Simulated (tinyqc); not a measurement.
Exciton in an atomically thin sheet (Rytova-Keldysh potential), step by step. Values are carried at full precision from step to step, so a last printed digit may differ when a step is redone from the rounded ones.

Constants: Ry = 13.60569312 eV; a0 (Bohr radius) = 0.5291772105 angstrom; hbar^2/2m0 = 3.80998211 eV angstrom^2; e^2/(4 pi eps0) = 14.39964547 eV angstrom.

Inputs chosen for the exercise (near those of a MoS2 monolayer; shifted at random, so the results belong to these values and not to a real crystal):
```
symbol  value                       unit          meaning
me      0.487                       m0            electron mass
mh      0.503                       m0            hole mass
kap     2.45                                      mean dielectric constant of the surroundings
Eg      2.23                        eV            gap, in these surroundings
al      (0.00149, 0.00673, 0.0303)  1/angstrom^2  exponents a_i
r0      40.4                        angstrom      screening length of the sheet
```

## Exciton units

1/mu = 1/me + 1/mh, Ry* = Ry mu/kap^2, a* = a0 kap/mu.

mu = 0.24744 m0
Ry* = 560.855 meV
a* = 5.24 angstrom

## Hydrogen-like series

Binding Ry*/n^2 in three dimensions and Ry*/(n - 1/2)^2 in two; strengths relative to n = 1 go as 1/n^3 and (1/2)^3/(n - 1/2)^3. Lines at Eg less the binding.

Series:
```
n  3D binding (meV)  3D line (eV)  3D strength  2D binding (meV)  2D line (eV)  2D strength
1            560.85        1.6691       1.0000           2243.42       -0.0134       1.0000
2            140.21        2.0898       0.1250            249.27        1.9807       0.0370
3             62.32        2.1677       0.0370             89.74        2.1403       0.0080
4             35.05        2.1949       0.0156             45.78        2.1842       0.0029
```

The two-dimensional value exceeds the gap: with bare Coulomb screening the model fails here, and the screening of the sheet itself is needed.

## Overlap and kinetic matrices

Relative motion in the plane with V(k) = -2 pi q/(k (kap + r0 k)), q = e^2/(4 pi eps0), c = hbar^2/2m0. Normalised Gaussians exp(-a_i r^2): with A = a_i + a_j, S_ij = 2 sqrt(a_i a_j)/A, T_ij = (4c/mu)(a_i a_j/A) S_ij, V_ij = -q S_ij times the integral over k from 0 to infinity of exp(-k^2/4A)/(kap + r0 k).

Form S and T.

S:
```
         1        2        3
1  1.00000  0.77048  0.42272
2  0.77048  1.00000  0.77127
3  0.42272  0.77127  1.00000
```

T (eV):
```
         1        2        3
1  0.04589  0.05789  0.03698
2  0.05789  0.20726  0.26160
3  0.03698  0.26160  0.93311
```

## Potential matrix

Evaluate the integrals numerically.

V (eV):
```
          1         2         3
1  -0.32155  -0.33514  -0.25949
2  -0.33514  -0.49685  -0.49030
3  -0.25949  -0.49030  -0.70822
```

## Levels in the small basis

Solve (T + V) u = E S u; give the two lowest levels and the ground vector with u S u = 1 and its largest component positive.

levels (eV): -0.3188  -0.0234

ground vector: 0.507  0.510  0.066

## The converged series

Converged values use 20 Gaussians with exponents 2^i/b^2, i = -11 to 8, b the larger of a0 kap/(2 mu) and sqrt(a0 r0/mu), a0 = 0.5291772 angstrom; p states use r exp(i theta) exp(-a r^2).

Levels against the two-dimensional hydrogen series Ry*/(n - 1/2)^2; eps_n is the dielectric constant that would give each level in that series.

Series:
```
state  binding (meV)  hydrogen (meV)  eps_n  Eg + E (eV)
1s             319.6          2243.4   6.49        1.910
2p             134.1           249.3   3.34        2.096
2s             103.6           249.3   3.80        2.126
3p              61.8            89.7   2.95        2.168
3s              51.4            89.7   3.24        2.179
```

eps_n falls from 6.49 (1s) to 3.24 (3s) towards kap = 2.45: larger orbits see less of the sheet. 2p is bound 30.5 meV more strongly than 2s, which pure Coulomb attraction keeps degenerate. The small basis misses the 1s binding by 0.8 meV.

## Checks

- 1s binding for r0 = 0 against 4 Ry*, meV: both 2243.
- 2p binding for r0 = 0 against 4 Ry*/9, meV: both 249.3.

Program tinyqc; command `OMP_NUM_THREADS=1 python tinyqc.py 1281759 1281760 out.jsonl`; about 0.04 s on one thread of a shared Intel(R) Xeon(R) Processor @ 2.30GHz.
